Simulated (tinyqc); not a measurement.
Forward curve with series resistance: current of a Schottky diode by thermionic-emission-diffusion theory, and its read-back from I-V-T and C-V data. Computed by tinyqc, a small Python program. Command: `OMP_NUM_THREADS=1 python tinyqc.py 3018881 3018882 out.jsonl schottky walk`. One thread of a shared host (Intel(R) Xeon(R) Processor @ 2.30GHz), about 0.01 s of CPU time with the checks.

Full ionisation, no tunnelling, no recombination current. V is the voltage across the junction itself, forward positive.

Inputs (values chosen for the exercise, modelled on n-type silicon):
```
quantity,value,unit
Richardson constant A*,111,A/(cm^2 K^2)
"effective density of states at 300 K, N_c",2.8e+19,1/cm^3
permittivity eps,11.7,-
mobility mu,1500,cm^2/(V s)
barrier without image force phi_0,0.805,eV
doping N,4.1e+15,1/cm^3
series resistance R_s,11,milliohm cm^2
junction voltage V,0.32,V
temperature T,200,K
```

Barrier: uniform.

Constants: k_B = 8.617333262e-05 eV/K; e = 1.602176634e-19 C; eps_0 = 8.8541878128e-12 F/m.

Method:
- N_c(T) = N_c (T/300 K)^(3/2); V_bi = phi_0 - (k_B T/e) ln(N_c(T)/N); surface field F = sqrt(2 e N (V_bi - V - k_B T/e)/(eps eps_0)); image lowering d_phi = sqrt(e F/(4 pi eps eps_0)); effective barrier phi = phi_0 - d_phi.
- Collection velocity v_R = A* T^2/(e N_c(T)); diffusion velocity v_D = mu F; J = e N_c(T) v_R/(1 + v_R/v_D) exp(-phi/k_B T) [exp(e V/k_B T) - 1].
- Terminal voltage V + J R_s; apparent ideality from neighbouring rows, (e/k_B T) dV_terminal/d ln J.

built-in voltage V_bi = 0.663318 V

Forward curve; the last column belongs to the interval up to the next row:
```
V (V),J (A/cm^2),terminal voltage (V),apparent n
0.157,5.4826e-10,0.15700,1.0104
0.218,1.8211e-08,0.21800,1.0117
0.279,6.0209e-07,0.27900,1.0135
0.340,1.9786e-05,0.34000,1.0161
0.402,6.8250e-04,0.40201,1.0238
0.463,2.1938e-02,0.46324,1.1504
0.524,6.8859e-01,0.53157,4.7584
0.585,2.0411e+01,0.80952,-
```

What follows from these numbers?

The resistance takes over where J R_s exceeds k_B T/e, at J = 1.57 A/cm^2; the apparent ideality climbs from 1.01 to 4.76, so barrier and n must be read below that current.

Extremes, crossings and ranges named in words are read from the listed rows.
